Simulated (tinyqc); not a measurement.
Worked calculation: MP2 on RHF in the 3-21g basis, for He, spin multiplicity 1. Computed by tinyqc, a small Python program that keeps every step (integrals from PySCF). Settings: charge = 0, multiplicity = 1, basis = 3-21g, method = RHF, energy threshold = 1e-10, iteration cap = 76, orthogonalisation = canonical, start = core, DIIS depth = 6. Command: `OMP_NUM_THREADS=1 python tinyqc.py 20900 20901 out.jsonl` (the two numbers bound the seeds that draw the settings). One thread of a shared host (Intel(R) Xeon(R) Processor @ 2.60GHz), about 0.08 s of CPU time with the checks. The early iterations of the SCF are left out here.

## One-electron integrals

Geometry (angstrom):
```
atom,x,y,z
He,0.0000,0.0000,0.0000
```

Basis 3-21g: exponents (1/bohr^2) and contraction coefficients of normalised primitives:
```
element,l (shell),exponent,coefficient
He,s (1),13.6267,0.1752
He,s (1),1.9993,0.8935
He,s (2),0.3830,1.0000
```

Overlap, kinetic and nuclear-attraction integrals over the contracted functions; the nuclear repulsion is the sum of Za Zb / Rab.

nuclear repulsion = 0 hartree

overlap S:
```
,1He 1s,1He 2s
1He 1s,1.0000,0.5952
1He 2s,0.5952,1.0000
```

kinetic energy T (hartree):
```
,1He 1s,1He 2s
1He 1s,3.9161,0.5789
1He 2s,0.5789,0.5745
```

nuclear attraction V (hartree):
```
,1He 1s,1He 2s
1He 1s,-5.4897,-2.2353
1He 2s,-2.2353,-1.9751
```

core Hamiltonian H = T + V (hartree):
```
,1He 1s,1He 2s
1He 1s,-1.5736,-1.6563
1He 2s,-1.6563,-1.4006
```

## Two-electron integrals

Functions are numbered as in S; the eight-fold symmetry (ij|kl) = (ji|kl) = (kl|ij) leaves the list below.

Two-electron integrals (ij|kl) in chemists' order, unique and non-zero (hartree):
```
i,j,k,l,(ij|kl)
1,1,1,1,1.8033
2,1,1,1,0.8765
2,1,2,1,0.4521
2,2,1,1,0.9170
2,2,2,1,0.5147
2,2,2,2,0.6983
```

## Orthogonalisation

S = U s U^T; canonical form X = U s^(-1/2), so that X^T S X = 1. Each column of U has its largest component positive (the first on a tie).

eigenvalues of S: 0.4048  1.5952

X:
```
,1,2
1He 1s,1.1114,0.5599
1He 2s,-1.1114,0.5599
```

## Starting guess

The start is the orbitals of the core Hamiltonian; D = 2 C_occ C_occ^T.

D at the start:
```
,1He 1s,1He 2s
1He 1s,0.7423,0.6206
1He 2s,0.6206,0.5189
```

## Iteration 8 (converged): orbitals

converged F (hartree):
```
,1He 1s,1He 2s
1He 1s,-0.0708,-1.1180
1He 2s,-1.1180,-0.4994
```

Diagonalise F' = X^T F X, C = X C', fill 1 alpha and 1 beta electrons from the bottom; D = 2 C_occ C_occ^T. Each column has its largest component positive (the first on a tie).

F' = X^T F X (hartree):
```
,1,2
1,2.0577,0.2667
2,0.2667,-0.8796
```

orbital energies (hartree): MO1 -0.9036, MO2 2.0817

coefficients C:
```
,MO1,MO2
1He 1s,0.4579,1.1571
1He 2s,0.6573,-1.0567
```

D after iteration 8:
```
,1He 1s,1He 2s
1He 1s,0.4194,0.6020
1He 2s,0.6020,0.8640
```

## Convergence

Stop when the energy changes by less than 1e-10 hartree and every element of the error matrix X^T (F D S - S D F) X is below 3e-06.

Course of the cycle:
```
iteration,E (hartree),change,largest element of the error matrix
1,-2.735110,-,7.40e-01
2,-2.835263,-1.00e-01,4.82e-02
3,-2.835680,-4.17e-04,4.36e-05
4,-2.835680,-2.67e-10,2.03e-05
5,-2.835680,-4.25e-11,1.32e-05
6,-2.835680,-1.41e-11,9.82e-06
7,-2.835680,-6.37e-12,7.81e-06
8,-2.835680,-1.09e-11,1.60e-09
```

PySCF RHF in the same basis = -2.835680 hartree

Converged in 8 iterations.

## Populations

Mulliken: Z minus the diagonal of D S on the atom; Loewdin: the same with S^(1/2) D S^(1/2).

Charges (e):
```
atom,Mulliken,Loewdin
1He,0,0
```

## Integrals over molecular orbitals

(pq|rs) = sum C_ip C_jq C_kr C_ls (ij|kl), one index at a time.

one-electron integrals over orbitals h = C^T H C (hartree):
```
,1,2
1,-1.9321,-0.3192
2,-0.3192,0.3797
```

Two-electron integrals over orbitals (pq|rs), unique and non-zero (hartree):
```
p,q,r,s,(pq|rs)
1,1,1,1,1.0285
2,1,1,1,0.3192
2,1,2,1,0.2620
2,2,1,1,0.9820
2,2,2,1,0.3438
2,2,2,2,0.9983
```

## Second-order Moller-Plesset energy

Hartree-Fock energy = -2.835680 hartree

E2 = sum_ijab (ia|jb) [2 (ia|jb) - (ib|ja)] / (e_i + e_j - e_a - e_b) over occupied i, j and virtual a, b; the opposite-spin part is (ia|jb)^2 / denominator, the rest is same-spin, and SCS-MP2 scales them by 6/5 and 1/3.

Terms:
```
i,j,a,b,(ia|jb),(ib|ja),denominator,term
1,1,2,2,0.2620,0.2620,-5.9705,-0.0115
```

Pair energies (hartree; pair i-j sums ij and ji):
```
pair,opposite spin,same spin
1-1,-0.0115,0.0000
```

MP2 correlation energy = -0.011497 hartree

SCS-MP2 correlation energy = -0.013796 hartree

MP2 total energy = -2.847176 hartree
